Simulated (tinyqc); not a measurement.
# Changing the temperature T

Model: Cabrera-Mott growth of a thin oxide under its own electric field. Computed by tinyqc, a small Python program. Command: `OMP_NUM_THREADS=1 python tinyqc.py 3001202 3001203 out.jsonl cabrera sweep`. One thread of a shared host (Intel(R) Xeon(R) Processor @ 2.30GHz), about 0.04 s of CPU time with the checks.

Electrons cross the film freely and set a fixed potential V across it; the field V/x lowers the barrier for ions entering the oxide.

Inputs (values chosen for the exercise, for a model metal):
```
quantity,value,unit
barrier W,1.69,eV
Mott potential V,1.4,V
ion charge number z,3,-
half jump distance b,1.9,angstrom
prefactor u0 = N Omega nu,5e+13,angstrom/s
starting thickness x0,6.6,angstrom
time t,440000,s
```

Backward hops: kept.

Constants: k_B = 8.617333262e-05 eV/K.

Method. u = u0 exp(-W/(k_B T)), X1 = z b V/(k_B T) with V in volts and k_B T in eV; dx/dt = 2 u sinh(X1/x). t(x) = int_(x0)^x dx / (dx/dt) by Gauss-Legendre quadrature (80 points on each side of (x0 + 2 x)/3), solved for x.

One run for each value:
```
temperature T (K),thickness x (angstrom),field at time t (MV/cm),rate at time t (angstrom/s)
200,8.951e+00,1.564e+01,3.789e-07
250,1.130e+01,1.239e+01,7.393e-07
300,1.510e+01,9.271e+00,1.535e-06
350,2.211e+01,6.331e+00,3.632e-06
400,3.814e+01,3.671e+00,1.103e-05
450,9.241e+01,1.515e+00,5.418e-05
500,4.142e+02,3.380e-01,4.269e-04
550,2.208e+03,6.341e-02,2.494e-03
600,9.309e+03,1.504e-02,1.057e-02
```

Over the rows, thickness x (angstrom) rises from 8.95 to 9310 (exponent d ln y / d ln x 1.0 between the first rows and 17 between the last); field at time t (MV/cm) falls from 15.6 to 0.0150 (exponent d ln y / d ln x -1.0 between the first rows and -17 between the last); rate at time t (angstrom/s) rises from 3.79e-7 to 0.0106 (exponent d ln y / d ln x 3.0 between the first rows and 17 between the last). While x is well below X1, growth stalls where z b V/x has fallen to about W - k_B T ln(u0 t X1/x^2); heat closes that gap, so the film thickens slowly at first and steeply once W/(k_B T) nears that logarithm.

Caution (all rows): the starting field or rate is formal: the first layers form as fast as oxygen arrives. Caution (rows 500, 550, 600): electrons tunnel only through a few nanometres, so beyond about 10 nm a fixed Mott potential is doubtful.
